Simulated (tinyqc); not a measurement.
Two-valley model of the transferred-electron effect: one step, computed by the program tinyqc. Command: `OMP_NUM_THREADS=1 python tinyqc.py 3029895 3029896 out.jsonl gunn walk`. One thread of a shared host (Intel(R) Xeon(R) Processor @ 2.30GHz), about 0.01 s of CPU time with the checks.

Both kinds of valley share one electron temperature T_e, and each has a constant mobility.

Problem. Does a domain form? Space charge grows at the rate n e |mu_d|/(eps eps_0) during the transit time L/v, with v the valley velocity; Kroemer's criterion asks n L > eps eps_0 v/(e |mu_d|). Transit frequency v/L.

Inputs (values chosen for the exercise, modelled on GaAs):
```
quantity                 value        unit
lattice temperature T      200           K
doping n               3.5e+16      1/cm^3
device length L             18  micrometre
permittivity eps          12.9           -
```

Solver: damped fixed point.

valley velocity = 1.980251 1e7 cm/s

most negative differential mobility = -438.6596 cm^2/(V s)

Constants: eps_0 = 8.8541878128e-12 F/m; e = 1.602176634e-19 C.

Give: critical n L; n L of the device; transit frequency.

Solution.

critical n L = 3.218e+11 1/cm^2

n L of the device = 6.30e+13 1/cm^2

transit frequency = 11.00 GHz

n L is 196 times the critical product: a domain can mature if the bias field lies in the region of negative slope.
